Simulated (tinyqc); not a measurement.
Inside a calculation. Method: harmonic frequencies on the RHF/sto-3g surface (energies and gradients from PySCF), for BeH+, spin multiplicity 1. Computed by tinyqc, a small Python program that keeps every step (integrals from PySCF). Settings: charge = 1, multiplicity = 1, basis = sto-3g, delta = 0.01. Command: `OMP_NUM_THREADS=1 python tinyqc.py 31510 31511 out.jsonl` (the two numbers bound the seeds that draw the settings). One thread of a shared host (Intel(R) Xeon(R) Processor @ 2.60GHz), about 0.8 s of CPU time with the checks.

## One row of the Hessian: 1Bez

optimised positions (bohr):
```
,x,y,z
1Be,0.00000,0.00000,0.16099
2H,0.00000,0.00000,2.66037
```

gradient at +delta (hartree/bohr):
```
,x,y,z
1Be,0.0000000,0.0000000,0.0021818
2H,0.0000000,0.0000000,-0.0021818
```

gradient at -delta (hartree/bohr):
```
,x,y,z
1Be,0.0000000,0.0000000,-0.0021371
2H,0.0000000,0.0000000,0.0021371
```

Displace 1Bez by +/-0.01 bohr; H(k, :) = (g(+) - g(-)) / (2 delta).

row of the Hessian (hartree/bohr^2): 1Bex 0.0000000, 1Bey 0.0000000, 1Bez 0.2159470, 2Hx 0.0000000, 2Hy 0.0000000, 2Hz -0.2159470

## Hessian by finite differences

All rows are made in the same way, and the matrix is symmetrised.

Hessian (symmetrised) (hartree/bohr^2), lower triangle:
```
,1Bex,1Bey,1Bez,2Hx,2Hy,2Hz
1Bex,0.0000013
1Bey,0.0000000,0.0000013
1Bez,0.0000000,0.0000000,0.2159470
2Hx,-0.0000013,0.0000000,0.0000000,0.0000013
2Hy,0.0000000,-0.0000013,0.0000000,0.0000000,0.0000013
2Hz,0.0000000,0.0000000,-0.2159470,0.0000000,0.0000000,0.2159470
```

## Normal modes

masses (u): 1Be 9.01218, 2H 1.00782

Diagonalise H_ij / sqrt(m_i m_j); the 5 smallest eigenvalues belong to translations and rotations; wavenumber = sqrt(eigenvalue / 1822.888) x 219474.63; each mode has its largest component positive (the first on a tie); zero-point energy = sum of wavenumbers / 2, with 349.755 1/cm per kcal/mol.

eigenvalues of the mass-weighted Hessian (hartree/(bohr^2 u)): 0.00000  0.00000  0.00000  0.00000  0.00000  0.23823

harmonic wavenumbers of the vibrations (1/cm): 2509.0

mass-weighted modes:
```
,mode 1
1Bex,0.00000
1Bey,0.00000
1Bez,-0.31715
2Hx,0.00000
2Hy,0.00000
2Hz,0.94838
```

zero-point energy = 3.58683 kcal/mol
